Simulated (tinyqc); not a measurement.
From capture time tau_c back to relaxation energy E_R: oxide trap near a transistor channel: two-state multiphonon kinetics, telegraph noise and bias instability. Computed by tinyqc, a small Python program. Command: `OMP_NUM_THREADS=1 python tinyqc.py 3010780 3010781 out.jsonl oxidetrap inv`. One thread of a shared host (Intel(R) Xeon(R) Processor @ 2.30GHz), about 0.02 s of CPU time with the checks.

An n-channel device under positive gate bias. The trap is empty (state 1) or holds an electron (state 2); both states are parabolas of equal curvature, and the electron reservoir is taken at the Fermi level of the channel.

Inputs (values chosen for the exercise, with an insulator like SiO2 on silicon):

| quantity | value | unit |
|---|---|---|
| insulator constant eps_ox | 3.89 | - |
| trap depth x from the interface | 0.64 | nm |
| tunnel barrier phi_b | 3.12 | eV |
| tunnelling mass m_ox | 0.4 | m_0 |
| trap level above E_F at zero field E_t | 0.29 | eV |
| oxide field F | 6.4 | MV/cm |
| attempt rate k_0 at the interface | 4e+11 | 1/s |
| temperature T | 200 | K |

Parts treated: one trap and an ensemble.

Constants: hbar^2/(2 m_0) = 3.80998212 eV angstrom^2; k_B = 8.617333262e-05 eV/K.

Method. kappa = sqrt(2 m_ox phi_b)/hbar = sqrt(m_ox phi_b/(hbar^2/2m_0)); attenuation length lambda = 1/(2 kappa); factor exp(-x/lambda) for a rectangular barrier. E_21 = E_t - e F x is the energy of state 2 over state 1; barriers E_c = (E_R + E_21)^2/(4 E_R), E_e = E_c - E_21; tau_c = exp(E_c/k_B T)/(k_0 P), tau_e = exp(E_e/k_B T)/(k_0 P), P the tunnelling factor; occupation f_2 = tau_e/(tau_c + tau_e); 1/tau_0 = 1/tau_c + 1/tau_e.

Question. A run gave the result below. Find the relaxation energy E_R, known to lie between 2.3 and 4.7 eV.

capture time tau_c = 7.855621e+06 s

Answer.

Each step takes the trial c = (a f_b - b f_a)/(f_b - f_a), f being the result less the target and a, b, c the logarithms of the listed values; c replaces end b, the old b replaces a if the sign of f changed, and otherwise f_a is halved.

Scan of the range:

| relaxation energy E_R (eV) | capture time tau_c (s) |
|---|---|
| 2.30 | 3.99161e+04 |
| 2.59 | 2.65265e+06 |
| 2.92 | 3.15251e+08 |
| 3.29 | 6.70014e+10 |
| 3.70 | 2.54645e+13 |
| 4.17 | 2.31238e+16 |
| 4.70 | 5.01737e+19 |

False position (Illinois rule, in the logarithm of the input) inside the bracket:

| step | end a | end b | trial | capture time tau_c (s) |
|---|---|---|---|---|
| 1 | 2.59000 | 2.92000 | 2.59517 | 2.85899e+06 |
| 2 | 2.92000 | 2.59517 | 2.60007 | 3.06912e+06 |
| 3 | 2.92000 | 2.60007 | 2.60920 | 3.50267e+06 |
| 4 | 2.92000 | 2.60920 | 2.62499 | 4.40204e+06 |
| 5 | 2.92000 | 2.62499 | 2.64815 | 6.15518e+06 |
| 6 | 2.92000 | 2.64815 | 2.66928 | 8.35717e+06 |
| 7 | 2.64815 | 2.66928 | 2.66445 | 7.79316e+06 |
| 8 | 2.66928 | 2.66445 | 2.66498 | 7.85365e+06 |
| 9 | 2.66928 | 2.66498 | 2.66502 | 7.85745e+06 |
| 10 | 2.66498 | 2.66502 | 2.66500 | 7.85562e+06 |
| 11 | 2.66502 | 2.66500 | 2.66500 | 7.85562e+06 |
| 12 | 2.66500 | 2.66500 | 2.66500 | 7.85562e+06 |

Capture time tau_c rises at every point of a 13-point scan of the range (every second point is shown), so one value fits; it is bracketed by 2.59 and 2.92. Answer: relaxation energy E_R = 2.665 eV.

Caution: a field 1.5 times as high comes near the usual breakdown field of such an insulator. Caution: at this temperature nuclear tunnelling through such barriers shortens the times below these classical values.
